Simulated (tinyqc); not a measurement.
Inside a calculation: Kronig-Penney superlattice by transfer matrices. Values are carried at full precision from step to step, so a last printed digit may differ when a step is redone from the rounded ones.

Wells (width a, potential 0, mass mw) alternate with barriers (width b, height V0, mass mb); period d = a + b; c = hbar^2/2m0. The vector (psi, psi'/m) is continuous, and a layer of thickness t carries it by M = [[cos kt, (m/k) sin kt], [-(k/m) sin kt, cos kt]] with k = sqrt(m (E - V)/c); for E < V, k = i kappa gives [[cosh, (m/kappa) sinh], [(kappa/m) sinh, cosh]] of kappa t. A Bloch state obeys cos(q d) = tr(Mb Mw)/2.

Constants: hbar^2/2m0 = 3.80998211 eV angstrom^2; hbar = 6.58211957e-16 eV s.

Parameters, chosen for this exercise (near those of a non-polar GaN superlattice with barriers of AlN; shifted at random, so the results belong to these values and not to a real crystal):
- a = 12 angstrom (well width)
- b = 6 angstrom (barrier width)
- V0 = 1.913 eV (barrier height)
- mw = 0.202 m0 (mass in the wells)
- mb = 0.317 m0 (mass in the barriers)
- E = 0.5102 eV (trial energy)
- F = 20 kV/cm (field along the axis)

## Layer matrices at one energy

Form the matrix of the well and of the barrier at E.

k in the well = 0.16447 1/angstrom
kappa in the barrier = 0.34164 1/angstrom

Mw (angstrom units):
```
,1,2
1,-0.39203,1.1299
2,-0.74903,-0.39203
```

Mb (angstrom units):
```
,1,2
1,3.9477,3.5435
2,4.1157,3.9477
```

## The matrix of one period

Multiply M = Mb Mw and take half the trace. If its size is at most 1, E lies in a miniband and q d = arccos(tr M/2); otherwise the state decays by exp(-arccosh|tr M/2|) a period.

M:
```
,1,2
1,-4.2018,3.0712
2,-4.5704,3.1027
```

tr M/2 = -0.5495
q d in a band, or the decay exponent in a gap = 2.153

E lies in a miniband; det M = 1.0000, as for any such product.

## Miniband edges

The edges are the energies where tr M/2 = +1 (q = 0) or -1 (q = pi/d); the first three minibands.

Minibands:
```
band,bottom (eV),top (eV),width (meV)
1,0.4058,0.5492,143.4
2,1.5817,2.2659,684.2
3,3.2245,5.1833,1958.8
```

1 miniband of these lies wholly below V0. The first gap is 1032.5 meV wide; the single well of width a has E1 = 0.4718 eV, inside the first miniband.

## Dispersion along the axis

Solve tr M/2 = cos(q d) inside each miniband at q d/pi = 0, 1/6, ..., 1. The cosine form is E_bottom + (W/2)(1 - cos q d) with the true width W.

Energies (eV):
```
q d/pi,band 1,cosine form,band 2
0.000,0.4058,0.4058,2.2659
0.167,0.4136,0.4154,2.1916
0.333,0.4358,0.4417,2.0313
0.500,0.4689,0.4775,1.8603
0.667,0.5062,0.5134,1.7150
0.833,0.5370,0.5396,1.6167
1.000,0.5492,0.5492,1.5817
```

The cosine form, which holds for hopping between neighbouring wells alone, misses band 1 by at most 8.6 meV, 6 % of its width.

## Mass along the axis

With f(E) = tr M/2, 1 - (q d)^2/2 = 1 + f'(E_bottom)(E - E_bottom) gives m_z = -2 c f'/d^2 (f' by a central difference of 1e-6 eV at the bottom of band 1). The cosine form gives 4 c/(W d^2), W the width of band 1 between tr M/2 = +1 and -1.

f' = -17.48 1/eV
m_z = 0.4111 m0
m_z of the cosine form = 0.3281 m0
W = 143.35 meV

The mass along the axis is 2.04 times mw.

## In a field along the axis

One-band picture: ladder spacing e F d, Bloch frequency e F d/(2 pi hbar), and extent W/(e F) of a Stark state, with W the width of band 1; 1 kV/cm = 1e-5 V/angstrom.

e F d = 3.600 meV
Bloch frequency = 0.870 THz
W/(e F d) = 39.82 periods

The state spreads over about 40 periods.

## Checks

- Bottom of band 1 from 121 plane waves (the mass step taken by inverting the matrix of m) against the transfer matrix, eV: both 0.4058.

tinyqc: `OMP_NUM_THREADS=1 python tinyqc.py 1281185 1281186 out.jsonl`; about 0.04 s, one thread, shared Intel(R) Xeon(R) Processor @ 2.30GHz.
